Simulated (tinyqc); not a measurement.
Worked calculation: low-temperature mobility of a two-dimensional electron gas with static screening. Computed by tinyqc, a small Python program that keeps every step. Command: `OMP_NUM_THREADS=1 python tinyqc.py 3019784 3019785 out.jsonl twodeg walk`. One thread of a shared host (Intel(R) Xeon(R) Processor @ 2.30GHz), about 0.01 s of CPU time with the checks. Intermediate numbers are printed to about 5 digits and carried at full precision; extremes and crossings named in words are read from the listed rows.

One subband is filled, the gas is degenerate and scatters at the Fermi circle; one permittivity serves on both sides of the interface. All formulas are in SI units, masses times m_0. Piezoelectric and polar phonons are left out, and n_s is taken as set by a gate, independent of N_i.

Inputs (values chosen for the exercise, modelled on a strained silicon well):
```
quantity                                        value    unit
in-plane mass m                                 0.188     m_0
mass across the layer m_z                       0.939     m_0
permittivity eps                                 11.6       -
valley degeneracy g_v                               2       -
sheet density n_s                             1.3e+12  1/cm^2
depletion charge N_d                          3.2e+10  1/cm^2
roughness height Delta                           0.28      nm
correlation length Lambda                         2.2      nm
remote charge density N_i                     6.6e+11  1/cm^2
distance d of the charges from the interface      8.1      nm
density rho                                      2329  kg/m^3
sound velocity v_l                               9280     m/s
deformation potential D_A                         9.1      eV
temperature T                                      60       K
```

Wave function: ideal sheet. Roughness spectrum: exponential.

Constants: m_0 = 9.1093837015e-31 kg; e = 1.602176634e-19 C; eps_0 = 8.8541878128e-12 F/m; hbar = 1.054571817e-34 J s; k_B = 1.380649e-23 J/K.

## Fermi circle, screening and layer thickness

k_F = sqrt(2 pi n_s/g_v); E_F = hbar^2 k_F^2/(2 m); q_TF = g_v m e^2/(2 pi eps eps_0 hbar^2); Fang-Howard parameter b = [12 m_z e^2 (N_d + 11 n_s/32)/(eps eps_0 hbar^2)]^(1/3), mean depth 3/b; effective field F = e (N_d + n_s/2)/(eps eps_0).

k_F = 0.20209 1/nm

E_F = 8.2767 meV

q_TF = 1.2251 1/nm

b = 1.0337 1/nm

mean depth = 2.9021 nm

effective field F = 0.10639 MV/cm

q_TF/(2 k_F) = 3.03: screening is strong for back-scattering. Caution: k_B T exceeds a quarter of E_F, so scattering at the Fermi circle alone and zero-temperature screening are rough.

## The integrands at a few angles

Form factors of a sheet of zero thickness: G(q) = 1, P(q) = exp(-q d). Dielectric function eps(q) = 1 + q_TF G(q)/q, with q = 2 k_F sin(theta/2). Roughness: <|U|^2> = (e F)^2 S(q), S = pi Delta^2 Lambda^2/(1 + q^2 Lambda^2/2)^(3/2). Remote charges: <|U|^2> = N_i [e^2 P(q)/(2 eps eps_0 q)]^2. The last two columns are (m/(pi hbar^3)) <|U|^2>/eps(q)^2.

Integrands (1e9/(s rad)):
```
theta (degrees)  q (1/nm)  G  eps(q)  roughness  remote charges
5                 0.01763  1  70.487     0.0324      2.3314e+03
15                0.05276  1  24.221     0.2717      1.2482e+03
30                0.10461  1  12.711     0.9581      4.9762e+02
60                0.20209  1   7.062     2.8024      8.9046e+01
90                0.28580  1   5.286     4.3949      2.0472e+01
135               0.37342  1   4.281     5.6798      4.4236e+00
180               0.40418  1   4.031     6.0109      2.5868e+00
```

## Interface roughness

1/tau_t = (m/(pi hbar^3)) int_0^pi (1 - cos theta) <|U|^2>/eps(q)^2 dtheta; the quantum rate 1/tau_q drops the factor (1 - cos theta); 200 Gauss-Legendre points in s with theta = pi s^2, s from 0 to 1; mu = e tau_t/m.

tau_t, roughness = 61.672 ps

tau_q, roughness = 85.191 ps

roughness mobility = 5.7697e+05 cm^2/(V s)

tau_t/tau_q, roughness = 0.72393

k_F Lambda = 0.44: the roughness is short against the Fermi wavelength and scatters through large angles.

## Remote charges

The formulas are those given above.

tau_t, charges = 12.271 ps

tau_q, charges = 1.0976 ps

remote-charge mobility = 1.1480e+05 cm^2/(V s)

tau_t/tau_q, charges = 11.180

With D = d = 8.10 nm, k_F D = 1.64 and q_TF D = 9.92. When both are large, only small angles survive the factor exp(-2 q D) and tau_t/tau_q tends to (2 k_F D)^2, here 10.7, close to the computed ratio.

## Acoustic phonons

Unscreened deformation potential in equipartition: 1/tau = m D_A^2 k_B T I/(rho v_l^2 hbar^3), I = int |psi|^4 dz = 3 b/16 for the Fang-Howard function (used for both wave-function options); mu = e tau/m. Bloch-Grueneisen temperature T_BG = 2 hbar v_l k_F/k_B.

acoustic mobility = 37650 cm^2/(V s)

T_BG = 28.650 K

## All together

At the Fermi circle the rates add, so 1/mu is the sum; sheet resistance 1/(n_s e mu); mean free path hbar k_F mu/e; the quantum time adds the rates 1/tau_q, with the isotropic acoustic rate e/(m mu).

Mobilities:
```
process           mu (cm^2/(V s))  share of 1/mu (%)
roughness              5.7697e+05             4.6837
remote charges         1.1480e+05             23.540
acoustic phonons            37650             71.776
```

mobility mu = 27024 cm^2/(V s)

sheet resistance = 177.66 ohm

mean free path = 359.47 nm

Dingle ratio tau_t/tau_q = 3.3833

The largest single share of 1/mu (72 %) belongs to acoustic phonons: disorder is weak enough for lattice vibrations to show. The Dingle ratio of 3.38 lies between the short-range and smooth limits.

Checks made by the program: angular integral against adaptive quadrature (relative difference below 1e-10).
